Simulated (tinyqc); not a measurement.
# Changing the field F

Model: Haynes-Shockley experiment: drift, diffusion and decay of a minority-carrier pulse. Computed by tinyqc, a small Python program. Command: `OMP_NUM_THREADS=1 python tinyqc.py 3114352 3114353 out.jsonl haynes sweep`. One thread of a shared host (Intel(R) Xeon(R) Processor @ 2.30GHz), about 0.05 s of CPU time with the checks.

A thin sheet of excess carriers is made at x = 0, t = 0 in a long uniform bar; injection is low, so the pulse moves with the minority mobility.

Inputs (values chosen for the exercise, modelled on holes in n-type germanium in a lightly doped bar):
```
quantity                       value         unit
minority mobility mu            2020   cm^2/(V s)
lifetime tau                      99  microsecond
temperature T                    250            K
distance d to the collector      1.1           cm
injected sheet density N0    3.7e+10       1/cm^2
```

Constants: k_B = 8.617333262e-05 eV/K.

Method:
- D = mu k_B T/e, v = mu F.
- Transit time d/v, diffusion length sqrt(D tau), drift length v tau, Peclet number v d/D = e F d/(k_B T).
- dn(x, t) = N0/sqrt(4 pi D t) exp(-(x - v t)^2/(4 D t) - t/tau).
- At fixed x the signal peaks where d ln(dn)/dt = 0: a t^2 + t/2 - x^2/(4 D) = 0 with a = v^2/(4 D) + 1/tau.
- The full width at half maximum is found by solving dn(x, t) = peak/2 on both sides of the peak.
- With w the full width at half maximum: mu = d/(F t_p); D = (w d)^2/(16 ln2 t_p^3); Einstein ratio D/mu against k_B T/e.

One run for each value; columns: (1) field F (V/cm); (2) time of the peak t_p (microsecond); (3) width at half maximum (microsecond); (4) peak density (1/cm^3); (5) error of mu (%):
```
(1)    (2)    (3)        (4)     (5)
10   54.23  7.989  1.240e+11  0.4113
16   33.96  3.957  1.925e+11  0.2066
26   20.92  1.912  2.799e+11  0.1072
40   13.61  1.003  3.738e+11  0.0624
64    8.51  0.496  4.978e+11  0.0359
100   5.44  0.254  6.418e+11  0.0217
160   3.40  0.125  8.287e+11  0.0131
250   2.18  0.064  1.049e+12  0.0082
```

What does the table show, and why?

Over the rows, time of the peak t_p (microsecond) falls from 54.2 to 2.18 (exponent d ln y / d ln x about -1.00 throughout); width at half maximum (microsecond) falls from 7.99 to 0.0642 (exponent d ln y / d ln x about -1.5 throughout); peak density (1/cm^3) rises from 1.24e11 to 1.05e12 (exponent d ln y / d ln x 0.94 between the first rows and 0.53 between the last). The exponent of time of the peak t_p stays at -1: pure drift, t = d/(mu F). The exponent of width at half maximum stays at -1.5: sqrt(D t)/v with t = d/v.

Extremes, crossings and ranges named in words are read from the listed rows.
